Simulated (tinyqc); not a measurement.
Comparisons within one model: optical gain and spontaneous emission in a bulk direct-gap semiconductor. A value that a table varies takes the place of the one given here.

Parabolic bands, vertical transitions, no excitons. For each hole band j: mr = me mj/(me + mj); joint density of states J_j(E) = (mr/c)^(3/2) sqrt(E - Eg)/(2 pi^2), both spins, c = hbar^2/2m0; averaged matrix element |e.p|^2 = m0 Ep/6; alpha_j(E) = 4 pi^2 alpha_f c Ep J_j/(3 nr E) in 1/angstrom (alpha_f the fine-structure constant, listed as alpha among the constants), times 1e8 for 1/cm.

F_j(eta) = (1/Gamma(j + 1)) integral_0^infinity x^j dx/(1 + exp(x - eta)), which tends to exp(eta) for eta << 0.

Quasi-Fermi levels: n = Nc F_1/2(Fc/kT) and p = Nv F_1/2(Fv/kT), Fc counted up from the conduction edge and Fv down from the valence edge; Nc, Nv from N = 2 (m kB T/(4 pi c))^(3/2) with c = hbar^2/2m0, in 1/angstrom^3; times 1e24 for 1/cm^3, with me and (mhh^(3/2) + mlh^(3/2))^(2/3).

For band j the electron sits at Ee = (E - Eg) mr/me above its edge and the hole at Eh = (E - Eg) mr/mj; fe = 1/(1 + exp((Ee - Fc)/kT)), fh = 1/(1 + exp((Eh - Fv)/kT)); gain g = sum_j alpha_j (fe + fh - 1).

Spontaneous rate: R = integral of (nr E/(hbar c))^2/(pi^2 hbar) sum_j alpha_j fe fh dE, with alpha in 1/cm and (nr E/(hbar c))^2 in 1/cm^2 (1e16 per 1/angstrom^2); B = R/(n p); lifetime n/R.

Constants: hbar^2/2m0 = 3.80998211 eV angstrom^2; fine-structure constant alpha = 0.007297352564; kB = 8.617333262e-05 eV/K; hbar = 6.58211957e-16 eV s; hbar c = 1973.269805 eV angstrom.

Inputs chosen for the exercise (near those of GaN; the results hold for these values, not for the real material):

| symbol | value | unit | meaning |
|---|---|---|---|
| Eg | 3.478 | eV | direct gap |
| me | 0.2035 | m0 | electron mass |
| mhh | 1.41 | m0 | heavy-hole mass |
| mlh | 0.3059 | m0 | light-hole mass |
| Ep | 17 | eV | Kane energy |
| nr | 2.62 |  | refractive index |
| T | 350 | K |  |
| n | 2.7e+19 | 1/cm^3 | injected density, n = p |

## Peak gain against injection

The peak is the largest g over E; a dash marks no gain.

Gain:

| n (1/cm^3) | Fc (eV) | Fv (eV) | peak gain (1/cm) | peak E - Eg (eV) | B (cm^3/s) |
|---|---|---|---|---|---|
| 4.0e+18 | 0.0241 | -0.0801 | - | - | 4.44e-11 |
| 6.4e+18 | 0.0467 | -0.0655 | - | - | 4.17e-11 |
| 9.2e+18 | 0.0672 | -0.0540 | 114 | 0.0046 | 3.90e-11 |
| 1.1e+19 | 0.0787 | -0.0483 | 387 | 0.0110 | 3.74e-11 |
| 1.4e+19 | 0.0958 | -0.0405 | 915 | 0.0211 | 3.51e-11 |
| 1.8e+19 | 0.1163 | -0.0322 | 1631 | 0.0337 | 3.25e-11 |
| 2.4e+19 | 0.1437 | -0.0224 | 2635 | 0.0506 | 2.93e-11 |
| 3.2e+19 | 0.1762 | -0.0123 | 3821 | 0.0698 | 2.60e-11 |

transparency density (Fc + Fv = 0) = 7.96e+18 1/cm^3

How do the results move?

Gain starts at 7.96e+18 1/cm^3, where Fc = -Fv = 0.0586 eV: with Nv/Nc = 20 the electrons must be degenerate before the holes are. The slope of peak gain against n is 1.52e-16 cm^2 between the first two rows with gain and 1.48e-16 between the last two; the peak moves from 0.0046 to 0.0698 eV above the gap as the bands fill, and B falls by a factor 1.71. Line broadening and gap shrinkage are left out.

## Gain spectrum

At the density n.

Spectrum:

| E - Eg (eV) | alpha, empty (1/cm) | fe, heavy | fh, heavy | g (1/cm) |
|---|---|---|---|---|
| 0.005 | 3865 | 0.994 | 0.348 | 1306 |
| 0.010 | 5458 | 0.993 | 0.343 | 1794 |
| 0.020 | 7696 | 0.990 | 0.334 | 2389 |
| 0.030 | 9399 | 0.987 | 0.325 | 2745 |
| 0.045 | 11462 | 0.980 | 0.311 | 3028 |
| 0.060 | 13180 | 0.969 | 0.298 | 3098 |
| 0.080 | 15133 | 0.946 | 0.281 | 2911 |
| 0.100 | 16825 | 0.908 | 0.264 | 2372 |
| 0.130 | 19023 | 0.805 | 0.240 | 680 |
| 0.170 | 21516 | 0.564 | 0.211 | -3768 |
| 0.220 | 24145 | 0.233 | 0.178 | -11514 |

Fc + Fv = 0.1380 eV

What can be read from the table?

g is positive below E - Eg = 0.1380 eV; the largest value listed is 3098 1/cm at 0.060 eV. At 0.220 eV above the gap g is -0.48 times the absorption of the empty crystal, whose limit is -1.

## Transparency density and B against temperature

Eg is held fixed; B is taken at n = 1e15 1/cm^3.

Results:

| T (K) | transparency density (1/cm^3) | Fc/kT there | B (cm^3/s) |
|---|---|---|---|
| 100 | 1.22e+18 | 1.943 | 3.24e-10 |
| 150 | 2.23e+18 | 1.943 | 1.77e-10 |
| 200 | 3.44e+18 | 1.943 | 1.15e-10 |
| 250 | 4.80e+18 | 1.943 | 8.24e-11 |
| 300 | 6.31e+18 | 1.943 | 6.28e-11 |
| 350 | 7.96e+18 | 1.943 | 4.99e-11 |
| 400 | 9.72e+18 | 1.943 | 4.09e-11 |
| 500 | 1.36e+19 | 1.943 | 2.94e-11 |

What can be read from the table?

Fc/kT at transparency stays at 1.943, since it depends on Nv/Nc alone, so the density goes as T^1.50. B goes as T^-1.49, against T^-1.5 for non-degenerate carriers: hot carriers spread over k and fewer pairs share a wave vector.

## What moves transparency and gain

Transparency is Fc + Fv = 0; the peak is the largest g over E at the density n (0 if none). Each row changes one parameter from the base and keeps the others.

Results:

| case | transparency density (1/cm^3) | Fc + Fv (eV) | peak gain (1/cm) |
|---|---|---|---|
| base | 7.96e+18 | 0.1380 | 3100 |
| me = 0.234 m0 | 9.10e+18 | 0.1161 | 3252 |
| mhh = 0.846 m0 | 6.22e+18 | 0.1627 | 4834 |
| Ep = 18.7 eV | 7.96e+18 | 0.1380 | 3410 |
| T = 390 K | 9.36e+18 | 0.1284 | 2601 |
| n = 3.51e+19 1/cm^3 | 7.96e+18 | 0.1791 | 4237 |
| nr = 2.75 | 7.96e+18 | 0.1380 | 2953 |

How do the results move?

The largest shifts from the base row, up to three for each result and ties (the steps differ in size, so this ranks the rows, not the parameters). transparency density (1/cm^3): mhh -1.74e+18, T +1.40e+18, me +1.14e+18; unchanged at the printed digits by Ep, n and nr. Fc + Fv (eV): n +0.0411, mhh +0.0247, me -0.0219; unchanged at the printed digits by Ep and nr. peak gain (1/cm): mhh +1734, n +1137, T -499.

tinyqc: `OMP_NUM_THREADS=1 python tinyqc.py 1652078 1652079 out.jsonl`; about 0.09 s, one thread, shared Intel(R) Xeon(R) Processor @ 2.30GHz.
